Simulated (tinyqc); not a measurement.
Where a fixed hold relaxes most: thermal stress and diffusional relaxation in a metal film: Coble and Nabarro-Herring creep, cooling and holds. Computed by tinyqc, a small Python program. Command: `OMP_NUM_THREADS=1 python tinyqc.py 3016535 3016536 out.jsonl creep walk`. One thread of a shared host (Intel(R) Xeon(R) Processor @ 2.30GHz), about 0.05 s of CPU time with the checks.

A thin film on a rigid substrate is stress-free at T0. Tension is positive and the film creeps linearly: d sigma/dt = -M (mismatch) dT/dt - sigma/tau.

Inputs (values chosen for the exercise, modelled on silver films on silicon):
```
quantity                           value        unit
biaxial modulus M                    138         GPa
expansion mismatch                  15.8      1e-6/K
atomic volume Omega                   17  angstrom^3
lattice prefactor D0             3.4e-05       m^2/s
lattice energy E                    1.93          eV
boundary prefactor (delta D_b)0  3.6e-15       m^3/s
boundary energy E_b                0.945          eV
grain size d                        0.27          um
stress-free temperature T0           400           C
hold temperature T                   230           C
hold time t                         0.01           h
```

Constants: k_B = 1.380649e-23 J/K; k_B = 8.617333262e-05 eV/K.

Method:
- Thermoelastic slope = M x mismatch; sigma_0 = slope x (T0 - T).
- Creep rate per stress: Nabarro-Herring 14 D Omega/(k_B T d^2), Coble (14 pi) delta D_b Omega/(k_B T d^3), with D = D0 exp(-E/(k_B T)), delta D_b = (delta D_b)0 exp(-E_b/(k_B T)); 1/tau = M x (sum of both)/2 (biaxial strain rate is half the uniaxial one).
- Temperatures in kelvin are T(C) + 273.15.
- For each hold temperature: sigma_0 = slope (T0 - T), relaxed stress sigma_0 (1 - exp(-t/tau)), initial rate sigma_0/tau. In confined lines the relaxed part appears as void volume.

thermoelastic slope = 2.1804 MPa/K

Holds:
```
T (C)  sigma_0 (MPa)     tau (h)  relaxed (MPa)  initial rate (MPa/h)
25           817.650  1.1409e+03     7.1669e-03            7.1669e-01
65           730.434  1.6686e+01     4.3762e-01            4.3775e+01
105          643.218  6.0410e-01     1.0560e+01            1.0648e+03
145          556.002  4.1687e-02     1.1859e+02            1.3338e+04
185          468.786  4.6266e-03     4.1480e+02            1.0132e+05
225          381.570  7.3605e-04     3.8157e+02            5.1840e+05
265          294.354  1.5482e-04     2.9435e+02            1.9013e+06
305          207.138  4.0614e-05     2.0714e+02            5.1002e+06
345          119.922  1.2725e-05     1.1992e+02            9.4238e+06
385           32.706  4.6093e-06     3.2706e+01            7.0956e+06
```

What does the comparison show, and why?

The relaxed stress peaks at 185 C among these rows: colder holds have more stress but slower diffusion, hotter ones faster diffusion but less stress. The initial rate peaks about k_B T^2/E_b = 41 K below T0 when boundaries dominate; its largest row is 345 C. Caution: dislocation glide would cap stresses above the yield stress; capping layers can block the surface and boundary paths, and threshold stresses are ignored.

Extremes, crossings and ranges named in words are read from the listed rows.
